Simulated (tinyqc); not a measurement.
# Worked calculation: free and trapped electrons in a MOS channel with a dense trap tail

Program tinyqc, `OMP_NUM_THREADS=1 python tinyqc.py 2222040 2222041 out.jsonl`; Intel Xeon 2.30GHz, shared host, one thread, about 0.02 s. Printed values are rounded.

p-type body, charge-sheet picture, full ionisation (an idealisation for deep acceptors), Boltzmann statistics for free electrons. e = Ec - EF at the surface. Acceptor-like traps of density D(E) = D0 + De exp(-E/Ew) at depth E below Ec, from 0 to Eu, hold n_t = integral of D(E)/(1 + exp((e - E)/Vt)). psi = Eg - Vt ln(Nv/Na) - e; N_dep = sqrt(2 eps0 eps_r Na (psi - Vt)/q); n_f = sqrt(N_dep^2 + 2 eps0 eps_r Vt Nc exp(-e/Vt)/q) - N_dep; Vg = Vfb + psi + q (N_dep + n_t + n_f)/Cox, Cox = eps0 eox/tox.

Inputs (values chosen for the exercise); band and dielectric values close to those of 4H silicon carbide:
```
symbol,value,unit,meaning
T,300,K,temperature
Eg,3.28,eV,band gap
eps_r,9.84,,relative permittivity
Nc,1.68e19,cm^-3,conduction-band density of states at T
Nv,2.52e19,cm^-3,valence-band density of states at T
eox,3.9,,relative permittivity of the insulator
tox,36,nm,insulator thickness
Na,4.9e16,cm^-3,acceptor density
Vfb,-2.49,V,flat-band voltage without trapped charge
D0,2.9e11,cm^-2 eV^-1,constant background density of acceptor-like traps
De,5e12,cm^-2 eV^-1,density of the tail at the conduction edge
Ew,0.08,eV,decay energy of the tail
Eu,0.94,eV,depth below Ec down to which the traps reach
mf,80,cm^2/(V s),mobility of free electrons
e,0.065,eV,Ec - EF at the surface
```

Constants: q = 1.602176634e-19 C, kB = 1.380649e-23 J/K, Vt = kB T/q, eps0 = 8.8541878128e-14 F/cm where lengths are in cm. Results are converted to the units shown.

## Trapped charge

Trapezoid rule on 14 equal steps from 0 to Eu, f = 1/(1 + exp((e - E)/Vt)).

| point | E (eV) | D(E) f (cm^-2 eV^-1) |
|---|---|---|
| 0 | 0 | 3.960142e11 |
| 1 | 0.06714286 | 1.275790e12 |
| 2 | 0.1342857 | 1.144723e12 |
| 3 | 0.2014286 | 6.896396e11 |
| 4 | 0.2685714 | 4.639968e11 |
| 5 | 0.3357143 | 3.652358e11 |
| 6 | 0.4028571 | 3.225071e11 |
| 7 | 0.47 | 3.040439e11 |
| 8 | 0.5371429 | 2.960673e11 |
| 9 | 0.6042857 | 2.926212e11 |
| 10 | 0.6714286 | 2.911324e11 |
| 11 | 0.7385714 | 2.904892e11 |
| 12 | 0.8057143 | 2.902114e11 |
| 13 | 0.8728571 | 2.900913e11 |
| 14 | 0.94 | 2.900394e11 |

n_t = 4.471430e11 cm^-2

With 1600 steps n_t = 4.503e11 cm^-2; the coarse value is 0.70 % below it.

## Charges and gate voltage

psi, N_dep, n_f and Vg as defined, with the n_t given; free share n_f/(n_f + n_t); apparent mobility mf n_f/(n_f + n_t); gate voltage spent on traps q n_t/Cox.

psi = 3.053612 V
N_dep = 1.270254e12 cm^-2
n_f = 1.424621e11 cm^-2
Vg = 3.670170 V
free share = 24.16229 %
apparent mobility = 19.32983 cm^2/(V s)
gate voltage spent on traps = 0.7468716 V
